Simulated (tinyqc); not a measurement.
MOSFET in saturation, small-signal circuit and noise: two steps of the calculation.

Bias by the inversion coefficient IC = I/Ispec (charge-based model with velocity saturation; weak inversion below 0.1, strong above 10). Common-source circuit: gm, gds, Cgs, Cgd and Cj at the inner nodes, Rg in series with the gate; quasi-static, no source or drain resistance, no gate-body capacitance, no substrate network, no induced gate noise, so fmax is an upper estimate.

Values chosen for this exercise:
- T = 300 K (temperature)
- L = 130 nm (gate length)
- W = 40 um (total gate width)
- Cox = 1.82 uF/cm^2 (gate capacitance)
- mu = 450 cm^2/(V s) (mobility)
- n = 1.31 (slope factor)
- Ls = 10 nm (velocity-saturation length)
- IC = 2.7 (inversion coefficient)
- gw = 0.12 (short-channel excess of the noise factor)
- Nt = 6.5e16 cm^-3 eV^-1 (oxide trap density)
- lt = 0.1 nm (tunnelling length into the oxide)
- ac = 1000 V s/C (Coulomb scattering coefficient)
- f = 8 GHz (signal frequency)

Constants: q = 1.602176634e-19 C, kB = 1.380649e-23 J/K, Vt = kB T/q. Results are converted to the units shown.

Problem 1. Current gain and unilateral power gain. |h21| = |Y21/Y11|; U = |Y21 - Y12|^2/(4 [Re Y11 Re Y22 - Re Y12 Re Y21]). Extrapolated at 20 dB a decade: f |h21| and f sqrt(U).

Y with Rg (mS):
```
,1,2
1,0.10602795+3.05509321i,-0.01602990-0.46188612i
2,15.53663904-1.00164629i,0.28554081+1.75033388i
```

Wanted: |h21|; U; f |h21|; f sqrt(U).

Solution 1.

|h21| = 5.093
U = 216.8
f |h21| = 40.74 GHz
f sqrt(U) = 117.8 GHz

Problem 2. Noise at the gate. Channel noise Sid = 4 kB T gam n gm with gam = (1/2 + (2/3) qs)/(1 + qs) + gw lc IC, qs = [sqrt(1 + 4 IC) - 1]/2, lc = Ls/L (the last term an empirical rise with velocity saturation); at the gate, white noise Sw = Sid/gm^2 + 4 kB T Rg. Number fluctuation with correlated mobility: S(f) = K/f, K = q^2 Vt lt Nt/(W L Cox^2) (1 + ac mu Cox I/gm)^2, Vt in eV with Nt per eV. Corner fc = K/Sw. Full shot noise would be 2 q I.

I = 1191.3898 uA
gm = 15.571401 mS
Rg = 11.346154 ohm

Wanted: gam; Sid; Sid/(2 q I); sqrt(Sw); K; fc.

Solution 2.

gam = 0.61643
Sid = 2.0833e-22 A^2/Hz
Sid/(2 q I) = 0.54570
sqrt(Sw) = 1.0233 nV/Hz^0.5
K = 2.8280e-12 V^2
fc = 2.7006 MHz

The gate resistance gives 18 % of the white noise power.

Program tinyqc, `OMP_NUM_THREADS=1 python tinyqc.py 2150147 2150148 out.jsonl`; Intel Xeon 2.30GHz, shared host, one thread, about 0.01 s.
